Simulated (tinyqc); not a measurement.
Bloch-Grueneisen resistivity of a metal: one step, computed by the program tinyqc. Command: `OMP_NUM_THREADS=1 python tinyqc.py 3018776 3018777 out.jsonl bg walk`. One thread of a shared host (Intel(R) Xeon(R) Processor @ 2.30GHz), about 0.01 s of CPU time with the checks.

Electrons scatter from a Debye spectrum of phonons (n = 5 for scattering within one band, n = 3 for scattering into a second, heavy band) and from static defects.

Task: Scale of the phonon resistivity. rho_ph = (n - 1) rho_1 (T/Theta)^n J_n(Theta/T), with rho_1 = 2 pi lambda_tr k_B Theta/(hbar eps_0 w_p^2), the high-temperature line at T = Theta.

Inputs (values chosen for the exercise, modelled on silver): Debye temperature Theta = 212 K; transport coupling lambda_tr = 0.12; Drude plasma energy hbar w_p = 9.3 eV.

Addition: none.

Constants: k_B = 1.380649e-23 J/K; hbar = 1.054571817e-34 J s; eps_0 = 8.8541878128e-12 F/m; hbar = 6.582119569e-16 eV s.

Give: rho_1.

Result:

rho_1 = 1.184 microohm cm
